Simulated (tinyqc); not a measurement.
Electroplating on a thin resistive seed layer: kinetics, Wagner number and the terminal effect across a wafer. From one set of inputs to another, one input at a time. Computed by tinyqc, a small Python program. Command: `OMP_NUM_THREADS=1 python tinyqc.py 3120437 3120438 out.jsonl terminal ladder`. One thread of a shared host (Intel(R) Xeon(R) Processor @ 2.30GHz), about 0.05 s of CPU time with the checks.

Current enters the seed at the rim. The bath is treated as a local resistance per area (no lateral flow in the liquid), two electrons per ion, molar volume 7.11 cm^3/mol, Faraday constant F = e N_A, kinematic viscosity 0.01 cm^2/s, omega = 2 pi x rpm/60; k_B T/e is in volts.

The inputs printed are set A. Inputs not listed in the table keep their values of set A, so the rows need not describe a real material.

Inputs (values chosen for the exercise, of the order of those for copper plating on a thin cobalt or ruthenium seed): wafer radius R = 15 cm; seed thickness t = 130 nm; seed resistivity = 21 microohm cm; bath conductivity kappa = 0.045 S/cm; gap to the anode h = 10 cm; extra resistance of a porous plate = 0 ohm cm^2; exchange current density i_0 = 0.34 mA/cm^2; cathodic transfer coefficient alpha = 0.47; mean current density = 4.4 mA/cm^2; diffusivity of the metal ion = 6.9e-06 cm^2/s; metal ion concentration = 0.61 mol/L; rotation rate = 200 rpm; temperature T = 298 K.

Constants: e = 1.602176634e-19 C; N_A = 6.02214076e+23 1/mol; k_B = 8.617333262e-05 eV/K.

Method:
- Growth rate = i V_m/(2 F). Levich limit i_L = 0.62 x 2 F D^(2/3) omega^(1/2) nu^(-1/6) c. Tafel overpotential eta = (k_B T/(alpha e)) ln(i/i_0); kinetic resistance k_B T/(alpha e i); bath resistance h/kappa + plate; R_s = resistivity/t; Wagner number = kinetic resistance x kappa/R.
- Linearised: with R_t = kinetic + bath resistance the current density obeys (1/r)(r i')' = i R_s/R_t, so i = A I_0(r/l), l = sqrt(R_t/R_s); with x = R/l, edge/centre = I_0(x) and edge/mean = x I_0(x)/(2 I_1(x)).
- Voltage drop in the seed for a uniform current: i R_s R^2/4.

Each row keeps all changes above it:
```
input moved                           from    to  edge over centre, linear  length l (cm)  drop for uniform current (mV)
set A                                    -     -                     1.426         12.052                          399.8
gap to the anode h (cm)                 10   4.3                     2.036          8.176                          399.8
mean current density (mA/cm^2)         4.4    19                     2.159          7.806                         1726.4
bath conductivity kappa (S/cm)       0.045  0.17                     7.974          4.176                         1726.4
cathodic transfer coefficient alpha   0.47  0.33                     7.482          4.265                         1726.4
seed resistivity (microohm cm)          21   4.1                     1.701          9.653                          337.1
seed thickness t (nm)                  130    17                    14.629          3.491                         2577.6
wafer radius R (cm)                     15   7.5                     2.533          3.491                          644.4
```

Which inputs carry the difference?

Edge over centre, linear goes from 1.43 to 2.53, a factor 1.78 in all. The largest single move comes from seed thickness t (a factor 8.60), and wafer radius R works against it (a factor 0.173). Length l goes from 12.1 to 3.49, a factor 0.290 in all. The largest single move comes from seed thickness t (a factor 0.362), and seed resistivity works against it (a factor 2.26). Drop for uniform current goes from 400 to 644, a factor 1.61 in all. The largest single move comes from seed thickness t (a factor 7.65), and seed resistivity works against it (a factor 0.195). The single moves hold for this order of the switches; the total does not depend on the order.

Extremes, crossings and ranges named in words are read from the listed rows.
